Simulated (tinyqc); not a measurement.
# Haynes-Shockley experiment: what a collector records, against the distance from injector to collector

A sheet injected at x = 0, t = 0 gives at x = L the signal n(t) = N0 exp(-t/tau - (L - v t)^2/(4 D t))/sqrt(4 pi D t), D = mu Vt, v = mu F. Its peak lies at tp = [-D + sqrt(D^2 + u^2 L^2)]/u^2, u^2 = v^2 + 4 D/tau; dt is the full width at half height. Simple readings: mobility L/(F tp), diffusion coefficient (L dt/tp)^2/(16 ln 2 tp). Area v times the integral of n over N0: (v/u) exp(L (v - u)/(2 D)).

Values chosen for this exercise: temperature T = 300 K; minority-carrier mobility mu = 396 cm^2/(V s); sweep field along the drift F = 18 V/cm; lifetime tau = 1.4e-6 s.

Constants: q = 1.602176634e-19 C, kB = 1.380649e-23 J/K, Vt = kB T/q. Results are converted to the units shown.

Results:
```
L (um)	L/v (us)	tp (us)	dt (us)	apparent mobility (cm^2/(V s))	apparent D (cm^2/s)	area	exp(-L/(v tau))
19	0.2666	0.1200	0.3801	879.6	27.21	0.6729	0.8266
50	0.7015	0.4454	0.7700	623.7	15.13	0.5109	0.6059
83	1.164	0.8085	1.050	570.3	12.96	0.3810	0.4353
140	1.964	1.442	1.413	539.4	11.77	0.2296	0.2459
220	3.086	2.334	1.805	523.6	11.18	0.1128	0.1103
370	5.191	4.009	2.373	512.7	10.79	0.02974	0.02453
600	8.418	6.579	3.046	506.7	10.57	0.003851	0.002448
```

Estimate the missing row, L = 31 um.

Computed row:
```
L (um)	L/v (us)	tp (us)	dt (us)	apparent mobility (cm^2/(V s))	apparent D (cm^2/s)	area	exp(-L/(v tau))
31	0.4349	0.2414	0.5568	713.3	19.09	0.6048	0.7330
```

With this row back in the table: True values: mu = 396 cm^2/(V s), D = 10.2 cm^2/s. The apparent mobility is 2.22 times the true one in the first row and 28 % above it in the last, and the apparent D 2.66 times and 3.3 % above D. The peak always comes before L/v, since spreading and decay both weigh down the later part of the signal; the shift is 55 % and 22 % in these rows.

Program tinyqc, `OMP_NUM_THREADS=1 python tinyqc.py 2310106 2310107 out.jsonl`; Intel Xeon 2.30GHz, shared host, one thread, about 0.01 s.
